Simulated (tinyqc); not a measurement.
# Worked calculation: gated two-dimensional channel with two bands, quantum capacitance

tinyqc, about 0.01 s, one thread, Intel Xeon 2.30GHz (shared host): `OMP_NUM_THREADS=1 python tinyqc.py 2200152 2200153 out.jsonl` Printed values are rounded.

phi is the Fermi level above the lowest band edge, in volts; Vg is counted from the gate voltage at which an empty channel would have phi = 0. The channel has no thickness; trap charge is -q Dit phi.

Values chosen for this exercise; lowest band close to that of a thin InAs body:
```
symbol,value,unit,meaning
T,300,K,temperature
eox,21.4,,relative permittivity of the gate insulator (close to hafnium oxide)
tox,3.3,nm,insulator thickness
md,0.0347,m0,in-plane mass
gv,1,,valley degeneracy
m2,0.069,m0,"in-plane mass of a second band, chosen freely"
g2,6,,"valley degeneracy of that band, chosen freely"
E2,0.23,eV,second band edge above the first
Dit,0,cm^-2 eV^-1,density of traps
Vg,0.33,V,gate voltage
```

Constants: q = 1.602176634e-19 C, kB = 1.380649e-23 J/K, hbar = 1.054571817e-34 J s, m0 = 9.1093837015e-31 kg, Vt = kB T/q, eps0 = 8.8541878128e-14 F/cm where lengths are in cm. Results are converted to the units shown.

## Gate capacitance

Cox = eps0 eox/tox.

Cox = 5.74181 uF/cm^2

## Starting value

phi = 0.01 V.

phi at the start = 0.01 V

## Iteration 1: new phi

D1 = gv md m0 q/(pi hbar^2), D2 = g2 m2 m0 q/(pi hbar^2) per eV; n1 = D1 Vt ln(1 + exp(phi/Vt)), n2 = D2 Vt ln(1 + exp((phi - E2)/Vt)), n = n1 + n2; Cq = q dn/dphi = q [D1/(1 + exp(-phi/Vt)) + D2/(1 + exp((E2 - phi)/Vt))]. Newton: f = phi + q (n + Dit phi)/Cox - Vg, phi(new) = phi - f/(1 + (Cq + q Dit)/Cox).

n1 = 3.39186e11 cm^-2
n2 = 9.00556e8 cm^-2
Cq = 1.38861 uF/cm^2
f = -0.310510 V
phi after iteration 1 = 0.260040 V

## Iteration 2: new phi

As before.

n1 = 3.76937e12 cm^-2
n2 = 6.41217e12 cm^-2
Cq = 23.4275 uF/cm^2
f = 0.214143 V
phi after iteration 2 = 0.217887 V

## Course of the iteration

Stop when the step is below 1e-10 V, or after 40 iterations.

Course of the iteration:
```
iteration  phi before the step (V)   step (V)
1                             0.01      0.250
2                         0.260040    -0.0422
3                         0.217887    -0.0112
4                         0.206650   -9.59e-4
5                         0.205691   -6.35e-6
6                         0.205684  -2.75e-10
7                         0.205684          0
```

Converged in 7 iterations.

## Charge and capacitances at the solution

converged phi = 0.205684 V

D1 = gv md m0 q/(pi hbar^2), D2 = g2 m2 m0 q/(pi hbar^2) per eV; n1 = D1 Vt ln(1 + exp(phi/Vt)), n2 = D2 Vt ln(1 + exp((phi - E2)/Vt)), n = n1 + n2; Cq = q dn/dphi = q [D1/(1 + exp(-phi/Vt)) + D2/(1 + exp((E2 - phi)/Vt))]. 1/C_G = 1/Cox + 1/(Cq + q Dit); dphi/dVg = Cox/(Cox + Cq + q Dit).

n = 4.45516e12 cm^-2
Cq = 10.1016 uF/cm^2
C_G = 3.66093 uF/cm^2
dphi/dVg = 0.362409

Cq is 1.76 times Cox, so C_G is 63.8 % of Cox; 62.3 % of the gate voltage has gone into phi.
